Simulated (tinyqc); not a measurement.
Six-band Luttinger-Kohn model with strain: one step. Band edges at k = 0. Two cases, with inputs chosen for the exercise.

Question. Diagonalise H at k = 0. The weights add +m and -m (m along z) and are averaged over each pair.

Six-band Luttinger-Kohn model in the basis |3/2,3/2>, |3/2,1/2>, |3/2,-1/2>, |3/2,-3/2>, |1/2,1/2>, |1/2,-1/2>, electron energies, zero at the top of the unstrained valence band. H = -[rows: (P+Q, -S, R, 0, -S/r2, r2 R); (-S*, P-Q, 0, R, -r2 Q, r32 S); (R*, 0, P-Q, S, r32 S*, r2 Q); (0, R*, S*, P+Q, -r2 R*, -S*/r2); (-S*/r2, -r2 Q, r32 S, -r2 R, P+Dso, 0); (r2 R*, r32 S*, r2 Q, -S/r2, 0, P+Dso)], r2 = sqrt(2), r32 = sqrt(3/2). Levels are twofold.

P = c g1 k^2 - av tr(e); Q = c g2 (kx^2 + ky^2 - 2 kz^2) - (b/2)(exx + eyy - 2 ezz); R = c sqrt3 [-g2 (kx^2 - ky^2) + 2i g3 kx ky] + (sqrt3/2) b (exx - eyy) - i d exy; S = 2 c sqrt3 g3 (kx - i ky) kz - d (exz - i eyz); c = hbar^2/2m0, e the strain tensor (not engineering shear).

Constants: hbar^2/2m0 = 3.80998211 eV angstrom^2.

Case 1.

Values chosen (near those of Si; not measured data):
- Dso = 0.042 eV (spin-orbit splitting)
- g1 = 4.27 (Luttinger gamma1)
- g2 = 0.34 (gamma2)
- g3 = 1.44 (gamma3)
- av = 2.43 eV (valence hydrostatic potential)
- b = -1.98 eV (tetragonal shear potential)
- d = -4.77 eV (trigonal shear potential)

strain tensor:
```
            x           y            z
x  0.00330134  0.00000000   0.00000000
y  0.00000000  0.00330134   0.00000000
z  0.00000000  0.00000000  -0.01164237
```

Case 2.

Values chosen (near those of AlAs; not measured data):
- Dso = 0.278 eV (spin-orbit splitting)
- g1 = 3.76 (Luttinger gamma1)
- g2 = 0.82 (gamma2)
- g3 = 1.42 (gamma3)
- av = 2.45 eV (valence hydrostatic potential)
- b = -2.31 eV (tetragonal shear potential)
- d = -3.4 eV (trigonal shear potential)

strain tensor:
```
             x            y           z
x  -0.01014944   0.00000000  0.00000000
y   0.00000000  -0.01014944  0.00000000
z   0.00000000   0.00000000  0.00882346
```

Give: edges from the top; weights at k = 0.

Answer.

Case 1.

edges from the top (eV): 0.0366  -0.0418  -0.0735

weights at k = 0:
```
               top  second  third
|3/2,+-3/2>  0.000   1.000  0.000
|3/2,+-1/2>  0.825   0.000  0.175
|1/2,+-1/2>  0.175   0.000  0.825
```

The stress splits the top two pairs by 78.4 meV, 3.03 times kT at 300 K (25.85 meV); the third lies 110.1 meV below the top, against Dso = 42 meV without stress.

Case 2.

edges from the top (eV): 0.0157  -0.0565  -0.3215

weights at k = 0:
```
               top  second  third
|3/2,+-3/2>  1.000   0.000  0.000
|3/2,+-1/2>  0.000   0.942  0.058
|1/2,+-1/2>  0.000   0.058  0.942
```

The stress splits the top two pairs by 72.3 meV, 2.80 times kT at 300 K (25.85 meV); the third lies 337.2 meV below the top, against Dso = 278 meV without stress.

Computed by tinyqc, one run a case: `OMP_NUM_THREADS=1 python tinyqc.py N N+1 out.jsonl` with N = 1050930, 1051008; one thread of a shared Intel(R) Xeon(R) Processor @ 2.30GHz, about 0.2 s a run at most.
